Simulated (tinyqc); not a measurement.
Changing the band mass m*: Froehlich polaron in a polar crystal. Computed by tinyqc, a small Python program. Command: `OMP_NUM_THREADS=1 python tinyqc.py 3014760 3014761 out.jsonl frohlich sweep`. One thread of a shared host (Intel(R) Xeon(R) Processor @ 2.30GHz), about 0.09 s of CPU time with the checks.

One electron in a parabolic band of mass m*, coupled to dispersionless LO phonons in the continuum model. Energies are in units of hbar omega unless marked, wave numbers in k_0 = sqrt(2 m* omega/hbar).

Inputs (values chosen for the exercise, modelled on sodium chloride): LO phonon energy hbar omega = 34.5 meV; eps_inf = 2.28; static dielectric constant eps_s = 5.7; electron wave number k/k_0 = 0.28.

Constants: hbar^2/(2 m_0) = 3.80998212 eV angstrom^2; e^2/(4 pi eps_0) = 14.39964548 eV angstrom.

Method:
- 1/eps* = 1/eps_inf - 1/eps_s; k_0 = sqrt(2 m* omega/hbar) = sqrt(m* hbar omega / (hbar^2/(2 m_0))) with m* in m_0; alpha = (e^2/(4 pi eps_0)) k_0/(2 eps* hbar omega); polaron length 1/k_0.
- At T = 0 and k < k_0: E(k) = (k/k_0)^2 - alpha arcsin(k/k_0)/(k/k_0); so E(0) = -alpha, 1/m_p = (1 - alpha/6)/m*, and the mean number of phonons in the cloud at k = 0 is alpha/2. The Lee-Low-Pines variational state gives the same E(0) and m_p = m* (1 + alpha/6).
- Feynman's bound: E(v, w) = 3 (v - w)^2/(4 v) - (alpha v/sqrt(pi)) int_0^infinity e^-u D(u)^(-1/2) du, D = w^2 u + ((v^2 - w^2)/v)(1 - e^(-v u)); integrals by 80 Gauss-Legendre points in s from 0 to 1 with u = 40 s^2.
- Minimise over v > w > 0 (simplex search); mass m_p/m* = 1 + (alpha v^3/(3 sqrt(pi))) int u^2 e^-u D^(-3/2) du.

One run for each value; columns: (1) band mass m* (m_0); (2) coupling constant alpha; (3) polaron energy, Feynman (meV); (4) m_p/m*, Feynman; (5) m_p/m*, Lee-Low-Pines; (6) polaron length 1/k_0 (angstrom):
```
(1)       (2)      (3)      (4)     (5)     (6)
0.040   1.045   -36.55    1.206  1.1742  52.544
0.073   1.412   -49.63    1.297  1.2353  38.895
0.130   1.884   -66.69    1.434  1.3140  29.146
0.240   2.560   -91.57    1.682  1.4267  21.451
0.450   3.506  -127.47    2.190  1.5843  15.666
0.820   4.732  -176.51    3.438  1.7887  11.605
1.500   6.400  -250.25    9.050  2.0667   8.580
2.700   8.587  -369.87   47.940  2.4312   6.395
5.000  11.686  -598.76  247.400  2.9476   4.700
```

Describe and explain the trends.

Over the rows, coupling constant alpha rises from 1.05 to 11.7 (exponent d ln y / d ln x about 0.50 throughout); polaron energy, Feynman (meV) falls from -36.6 to -599 (exponent d ln y / d ln x 0.51 between the first rows and 0.78 between the last); m_p/m*, Feynman rises from 1.21 to 247 (exponent d ln y / d ln x 0.12 between the first rows and 2.7 between the last). The exponent of coupling constant alpha stays at 0.50: alpha goes as sqrt(m*). The exponent of polaron length 1/k_0 stays at -0.50: the length goes as m*^(-1/2). A heavy electron is slow enough for the ions to follow. The Feynman mass is 1.027 times the Lee-Low-Pines one in the first row and 83.9 in the last (alpha = 12); the energy starts as -alpha hbar omega and gains an alpha^2 term.

Caution (rows 0.450, 0.820, 1.50, 2.70, 5.00): second-order results are out of their range at this coupling; the perturbative mass diverges at alpha = 6. Caution (rows 5.00): for these m* and hbar omega the length 1/k_0 is under 5 angstrom, near a lattice spacing, where the continuum model loses its footing.
